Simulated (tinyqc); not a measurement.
Concentration-dependent dopant diffusion with charged defects and the built-in field: one step, computed by the program tinyqc. Command: `OMP_NUM_THREADS=1 python tinyqc.py 3026468 3026469 out.jsonl extrinsic walk`. One thread of a shared host (Intel(R) Xeon(R) Processor @ 2.30GHz), about 0.06 s of CPU time with the checks.

A constant source C_s feeds a half space. The dopant moves through neutral point defects and through charged ones, whose number grows with the majority carrier density n.

Problem. Intrinsic density and partial diffusivities. n_i = 3.87e16 T^1.5 exp(-7014/T) per cm^3 (T in kelvin, an empirical form); each D = prefactor x exp(-E/(k_B T)); the intrinsic diffusivity D_i is their sum. Temperatures in kelvin are T(C) + 273.15.

Inputs (values chosen for the exercise, modelled on arsenic in silicon):

| quantity | value | unit |
|---|---|---|
| neutral prefactor D0x | 0.0112 | cm^2/s |
| neutral activation energy E0 | 3.45 | eV |
| singly charged prefactor D01 | 33.1 | cm^2/s |
| activation energy E1 | 4.16 | eV |
| temperature T | 925 | C |

Field enhancement: off.

Constants: k_B = 8.617333262e-05 eV/K.

Give: n_i; partial diffusivities; intrinsic diffusivity D_i.

Solution.

n_i = 4.604e+18 1/cm^3

partial diffusivities (cm^2/s): Dx 3.447e-17, D1 1.051e-16

intrinsic diffusivity D_i = 1.396e-16 cm^2/s
